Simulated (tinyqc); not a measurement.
From results back to parameters: parabolic quantum dot in a magnetic field (Fock-Darwin). Four cases, with inputs chosen for the exercise.

Problem. The two far-infrared modes of a parabolic dot are W +/- wc/2 with W = sqrt(w0^2 + wc^2/4) and hbar wc = 2 muB B/m. They were computed from hidden w0 and m.

Constants: muB = 5.788381798e-05 eV/T.

Find: hbar wc; m; hbar w0.

Method. Their difference is hbar wc and their product (hbar w0)^2.

Case 1.

Values chosen (out of a larger set: near those of a gate-defined dot in InAs; not measured data): B = 0.5 T (magnetic field).

modes (meV): 7.41532  5.52370

Solution.

hbar wc = 1.892 meV
m = 0.0306 m0
hbar w0 = 6.40 meV

Case 2.

Values chosen (out of a larger set: near those of a gate-defined dot in InGaAs; not measured data): B = 1.02 T (magnetic field).

modes (meV): 9.21485  6.60239

Solution.

hbar wc = 2.612 meV
m = 0.0452 m0
hbar w0 = 7.80 meV

Case 3.

Values chosen (out of a larger set: near those of a gate-defined dot in GaAs; not measured data): B = 1.81 T (magnetic field).

modes (meV): 4.95202  1.69830

Solution.

hbar wc = 3.254 meV
m = 0.0644 m0
hbar w0 = 2.90 meV

Case 4.

Values chosen (out of a larger set: near those of a gate-defined dot in GaAs; not measured data): B = 0.88 T (magnetic field).

modes (meV): 5.64164  4.08392

Solution.

hbar wc = 1.558 meV
m = 0.0654 m0
hbar w0 = 4.80 meV

Computed by tinyqc, one run a case: `OMP_NUM_THREADS=1 python tinyqc.py N N+1 out.jsonl` with N = 1250033, 1250043, 1250140, 1250230; one thread of a shared Intel(R) Xeon(R) Processor @ 2.30GHz, about 0.07 s a run at most.
